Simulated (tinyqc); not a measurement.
Tight binding, dimerised chain, step by step. One step of it, computed by the program tinyqc.

Problem. Levels at X. Diagonalise the Hermitian matrix.

H(k) at X (eV):
```
          A          B
A  0.120000   1.580000
B  1.580000  -0.120000
```

Give: eigenvalues; weights |c|^2 of the basis functions.

Solution.

eigenvalues (eV): -1.585  1.585

weights |c|^2 of the basis functions:
```
   band 1  band 2
A   0.462   0.538
B   0.538   0.462
```
